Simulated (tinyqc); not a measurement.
MOS inversion layer, Poisson-Schroedinger loop: one step of the calculation.

Electrons confined at an insulator interface at z = 0, treated as a hard wall; parabolic valleys, Hartree approximation, no image or exchange terms. The depletion charge lies far deeper than the electrons and gives a uniform field q Nd/(eps0 eps_r); the gate balances all charge. Energies are counted from the band edge at the interface.

Problem. Converged levels, occupations and centroid. Tridiagonal Hamiltonian with psi = 0 one step beyond both ends: H_ii = C (1/m_(i-1/2) + 1/m_(i+1/2))/hz^2 + V0_i + U_i, H_(i,i+1) = -C/(m_(i+1/2) hz^2), C = hbar^2/(2 m0). The lowest 2 level(s) are kept, normalised to hz sum |psi|^2 = 1. The mass is the same on all intervals.

Level k holds N_k = D_k Vt ln(1 + exp((EF - E_k)/Vt)) with D = 6 md1 m0 q/(pi hbar^2) per eV (spin included); EF is fixed by sum N_k = Ns.

Solve for the levels with V0 + U, find EF, n_i = sum_k N_k |psi_k|^2 (in cm^-3); share of each level N_k/Ns; centroid sum n z/sum n.

Inputs (values chosen for the exercise); masses and permittivity close to those of silicon (111):
```
symbol   value   unit                                     meaning
T           77      K                                 temperature
mz1      0.261     m0  mass along z of valley set A (6 valley(s))
md1      0.361     m0    in-plane density-of-states mass of set A
Ns      7.9e11  cm^-2                  sheet density of electrons
hz         1.2     nm                                   mesh step
```

Constants: q = 1.602176634e-19 C, kB = 1.380649e-23 J/K, hbar = 1.054571817e-34 J s, m0 = 9.1093837015e-31 kg, Vt = kB T/q, hbar^2/(2 m0) = 0.0380998212 eV nm^2. Results are converted to the units shown.

```
node  z (nm)  fixed potential V0 (eV)  converged U (eV)
1        1.2              0.002620674       0.014788088
2        2.4              0.005241347       0.028271382
3        3.6              0.007862021       0.038643858
4        4.8              0.010482695       0.045543020
5          6              0.013103369       0.049699817
6        7.2              0.015724042       0.052070631
7        8.4              0.018344716       0.053399113
8        9.6              0.020965390       0.054149352
9       10.8              0.023586064       0.054579677
10        12              0.026206737       0.054827979
11      13.2              0.028827411       0.054969451
12      14.4              0.031448085       0.055047566
13      15.6              0.034068759       0.055088743
14      16.8              0.036689432       0.055109216
15        18              0.039310106       0.055118690
16      19.2              0.041930780       0.055122690
17      20.4              0.044551454       0.055124167
18      21.6              0.047172127       0.055124600
19      22.8              0.049792801       0.055124675
```

Give: levels; EF; shares; n; centroid.

Solution.

levels (eV): A1 0.06330, A2 0.08613
EF = 0.05005 eV
shares (%): A1 96.70, A2 3.30
n, node 1 to 19 (in units of 1e18 cm^-3): 0.581  1.385  1.546  1.221  0.795  0.464  0.257  0.142  0.081  0.048  0.028  0.016  0.009  0.005  0.002  0.001  0.000  0.000  0.000
centroid = 4.473 nm

Program tinyqc, `OMP_NUM_THREADS=1 python tinyqc.py 2160038 2160039 out.jsonl`; Intel Xeon 2.30GHz, shared host, one thread, about 0.5 s.
